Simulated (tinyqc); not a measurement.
## Two channel transmissions from conductance and noise

Inverse problem. A contact has two spin-degenerate channels: G = (2 q^2/h)(T1 + T2), Fano factor F = [T1 (1 - T1) + T2 (1 - T2)]/(T1 + T2), T1 > T2. Find T1 and T2.

G in units of 2 q^2/h = 1.27
Fano factor = 0.25440945

Solution. With g = T1 + T2, T1^2 + T2^2 = g (1 - F), so (T1 - T2)^2 = 2 g (1 - F) - g^2.

T1 = 0.9000
T2 = 0.3700

tinyqc, about 0.04 s, one thread, Intel Xeon 2.30GHz (shared host): `OMP_NUM_THREADS=1 python tinyqc.py 2740013 2740014 out.jsonl`
